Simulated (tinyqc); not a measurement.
Dopant redistribution at a moving silicon-oxide interface during parabolic oxidation: one step, computed by the program tinyqc. Command: `OMP_NUM_THREADS=1 python tinyqc.py 3000538 3000539 out.jsonl segox walk`. One thread of a shared host (Intel(R) Xeon(R) Processor @ 2.30GHz), about 0.01 s of CPU time with the checks.

Uniformly doped silicon is oxidised with x_ox = sqrt(B t); the interface advances into the silicon by alpha x_ox, alpha = 0.44. The dopant does not move in the oxide, and at the interface C(silicon) = m C(oxide).

Question. Rates. D = D0 exp(-E/(k_B T)), converted with 1 cm^2/s = 3.6e11 um^2/h; B = B0 exp(-E_B/(k_B T)); s = alpha sqrt(B/(4 D)), the interface advance over 2 sqrt(D t). Temperatures in kelvin are T(C) + 273.15.

Inputs (values chosen for the exercise, modelled on boron in silicon under steam):
```
quantity                         value    unit
dopant prefactor D0               1.06  cm^2/s
dopant activation energy E         3.5      eV
oxidation prefactor B0             424  um^2/h
oxidation activation energy E_B   0.77      eV
temperature T                     1175       C
time t                             2.5       h
```

Constants: k_B = 8.617333262e-05 eV/K.

Give: D; B; s; oxide thickness; diffusion length 2 sqrt(D t).

Answer.

D = 0.2518 um^2/h

B = 0.8864 um^2/h

s = 0.4128

oxide thickness = 1.489 um

diffusion length 2 sqrt(D t) = 1.587 um

Diffusion outruns the interface. Caution: parabolic growth needs an oxide much thicker than the Deal-Grove length A, which fails for thin films and low temperatures; oxidation-enhanced or retarded diffusion is ignored.
